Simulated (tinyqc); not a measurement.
Resistivity of narrow wires: free and nearly free electrons in a metal.

The cubic cell holds 4 atoms: n = 4 z/a^3, kF = (3 pi^2 n)^(1/3), EF = c kF^2/m, vF = 2 c kF/(m hbar), c = hbar^2/2m0; rs = (3/(4 pi n))^(1/3)/a0; D(EF) = 3 n/(2 EF).

Square wire of width w with grain size w: rho/rho0 = 1/(1 - 3 al/2 + 3 al^2 - 3 al^3 ln(1 + 1/al)) + (3/4) (1 - p) l/w, with al = (l/w) Rg/(1 - Rg) (Mayadas-Shatzkes plus the thick-wire form of Fuchs-Sondheimer); l = hbar kF/(n e^2 rho), e = 1.602176634e-19 C.

Constants: hbar^2/2m0 = 3.80998211 eV angstrom^2; hbar = 6.58211957e-16 eV s; a0 (Bohr radius) = 0.5291772105 angstrom.

Parameters, chosen for this exercise (near those of Cu, whose d bands this model ignores; shifted at random, so the results belong to these values and not to a real crystal):
```
symbol  value  unit          meaning
a       3.643  angstrom      fcc lattice constant
z       1                    free electrons an atom
m       1.52   m0            mass
rho     1.86   micro-ohm cm  bulk resistivity
p       0.5                  specularity of the surfaces
Rg      0.3                  reflection at grain boundaries
```

Wires:
```
w (nm)     al  grain term (factor - 1)  surface term  rho (micro-ohm cm)
200     0.077                    0.113         0.067                2.20
100     0.154                    0.223         0.135                2.53
50      0.308                    0.438         0.270                3.18
30      0.514                    0.720         0.450                4.04
20      0.771                    1.069         0.675                5.10
14      1.102                    1.515         0.964                6.47
10      1.542                    2.107         1.350                8.29
7       2.203                    2.992         1.928               11.01
```

l = 35.99 nm

How do the results move, and what explains it?

At 7 nm the resistivity is 5.92 times the bulk value; grain boundaries add more (2.99 from grains, 1.93 from surfaces). It passes twice the bulk value between 50 and 30 nm. The surface formula is meant for w above l = 36 nm, so the rows below that are rough.

Run: tinyqc, `OMP_NUM_THREADS=1 python tinyqc.py 1652468 1652469 out.jsonl`; Intel(R) Xeon(R) Processor @ 2.30GHz, one thread, shared host; about 0.01 s of CPU time with all checks.
